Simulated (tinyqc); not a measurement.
A ladder of methods, and size consistency: correlation methods against full CI in the 3-21g basis, for H2, spin multiplicity 1. Computed by the program tinyqc with PySCF. 

Geometry (angstrom):

| atom | x | y | z |
|---|---|---|---|
| H | 0.0000 | 0.0000 | 0.0000 |
| H | 0.0000 | 0.0000 | 0.9960 |

RHF energy of one = -1.092124 hartree

All electrons correlated; +Q is the Davidson correction (1 - c0^2) E_corr. The last columns treat two copies 100 angstrom apart as one system. FCI is the lowest singlet.

Correlation energies (hartree):

| method | E_corr of one | share of FCI (%) | E_corr of two at 100 angstrom | two minus twice one (mhartree) |
|---|---|---|---|---|
| MP2 | -0.020124 | 63.4209 | -0.040247 | 0.0000 |
| CISD | -0.031730 | 100.0000 | -0.061771 | 1.6897 |
| CISD+Q | -0.032626 | 102.8218 | -0.064962 | 0.2891 |
| CCSD | -0.031730 | 100.0000 | -0.063461 | 0.0000 |
| CCSD(T) | -0.031730 | 100.0000 | -0.063461 | 0.0000 |
| FCI | -0.031730 | 100.0000 | - | - |

MP2 recovers 63 %, CISD 100.0 % and CCSD 100.0 % of the FCI value (c0^2 = 0.972 in CISD). MP2 and coupled cluster are size consistent, so their last column vanishes; CISD loses 1.69 mhartree, since a double excitation on each copy is a quadruple of the pair, and the Davidson correction leaves +0.29. With two electrons, or one virtual orbital, CISD and CCSD are exact for one copy, so +Q overshoots there.
